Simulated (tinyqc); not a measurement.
Worked calculation: Hueckel theory of the pi electrons, for the molecule O=Cc1cc[nH]c1 (SMILES; centres numbered as the heavy atoms are written). Computed by tinyqc, a small Python program that keeps every step. Settings: charge = 0. Command: `OMP_NUM_THREADS=1 python tinyqc.py 22453 22454 out.jsonl` (the two numbers bound the seeds that draw the settings). One thread of a shared host (Intel(R) Xeon(R) Processor @ 2.60GHz), about 0.01 s of CPU time with the checks.

## The Hueckel matrix

Centres:
```
centre  z_r, pi electrons of the neutral centre        h
1O                                            1  1.00000
2C                                            1  0.00000
3C                                            1  0.00000
4C                                            1  0.00000
5C                                            1  0.00000
6N                                            2  1.50000
7C                                            1  0.00000
```

Bonds:
```
i  j        k
1  2  1.00000
2  3        1
3  4        1
4  5        1
5  6  0.80000
6  7  0.80000
7  3        1
```

H_rr = alpha + h_r beta, H_rs = k_rs beta for bonded centres.

Hueckel matrix in units of beta (H = alpha + beta A), order 1O, 2C, 3C, 4C, 5C, 6N, 7C:
```
[[1.00000, 1.00000, 0.00000, 0.00000, 0.00000, 0.00000, 0.00000],
 [1.00000, 0.00000, 1.00000, 0.00000, 0.00000, 0.00000, 0.00000],
 [0.00000, 1.00000, 0.00000, 1.00000, 0.00000, 0.00000, 1.00000],
 [0.00000, 0.00000, 1.00000, 0.00000, 1.00000, 0.00000, 0.00000],
 [0.00000, 0.00000, 0.00000, 1.00000, 0.00000, 0.80000, 0.00000],
 [0.00000, 0.00000, 0.00000, 0.00000, 0.80000, 1.50000, 0.80000],
 [0.00000, 0.00000, 1.00000, 0.00000, 0.00000, 0.80000, 0.00000]]
```

## Orbitals

pi electrons, sum of z_r less the charge = 8

Diagonalise; E = alpha + x beta with beta < 0, so the largest x are filled first; degenerate levels share their electrons. P = sum n_i c_ri c_si; each orbital has its largest coefficient positive (the first on a tie).

x values: [2.38846, 1.82284, 1.13758, 0.65267, -0.51063, -1.08994, -1.90098]

occupations: [2.00000, 2.00000, 2.00000, 2.00000, 0.00000, 0.00000, 0.00000]

coefficients, order 1O, 2C, 3C, 4C, 5C, 6N, 7C:
```
[[0.16430, 0.62562, 0.53932, 0.25672, -0.43536, -0.12174, 0.14305],
 [0.22813, 0.51479, 0.07420, -0.08917, 0.65767, 0.25444, -0.41500],
 [0.38057, 0.31275, -0.45492, -0.31491, 0.09954, -0.15558, 0.64585],
 [0.30375, 0.08640, -0.51387, 0.42505, -0.16915, -0.46304, -0.46100],
 [0.34494, -0.15526, -0.12965, 0.59233, -0.01317, 0.66026, 0.23050],
 [0.65014, -0.46177, 0.45798, -0.04807, 0.21984, -0.32076, 0.02852],
 [0.37710, -0.03109, -0.07783, -0.54142, -0.53935, 0.37817, -0.35175]]
```

charge and bond-order matrix P, order 1O, 2C, 3C, 4C, 5C, 6N, 7C:
```
[[1.55034, 0.75334, -0.13599, -0.12813, 0.08335, 0.10516, -0.27691],
 [0.75334, 0.66101, 0.48429, 0.07549, -0.12735, -0.10227, 0.22505],
 [-0.13599, 0.48429, 1.09754, 0.48507, -0.08968, -0.18041, 0.67939],
 [-0.12813, 0.07549, 0.48507, 1.08893, 0.81952, -0.19638, -0.15656],
 [0.08335, -0.12735, -0.08968, 0.81952, 1.02151, 0.41620, -0.35142],
 [0.10516, -0.10227, -0.18041, -0.19638, 0.41620, 1.69595, 0.49980],
 [-0.27691, 0.22505, 0.67939, -0.15656, -0.35142, 0.49980, 0.88472]]
```

## Energy, charges, bond orders

E = sum n x; q_r = z_r - P_rr; bond order p = P_rs; free valence = sqrt(3) - sum of p over the bonds of the atom.

pi energy = 8 alpha + this times beta = 12.00310

pi charges: [-0.55034, 0.33899, -0.09754, -0.08893, -0.02151, 0.30405, 0.11528]

Bond orders and lengths from R = 1.517 - 0.180 p (angstrom, C-C alone):
```
bond        p        R
1-2   0.75334        -
2-3   0.48429  1.42983
3-4   0.48507  1.42969
4-5   0.81952  1.36949
5-6   0.41620        -
6-7   0.49980        -
7-3   0.67939  1.39471
```

free valence of the carbons: [0.49442, 0.08330, 0.42746, 0.49633, 0.55286]

gap between the highest filled and the next level = 1.16330 |beta|
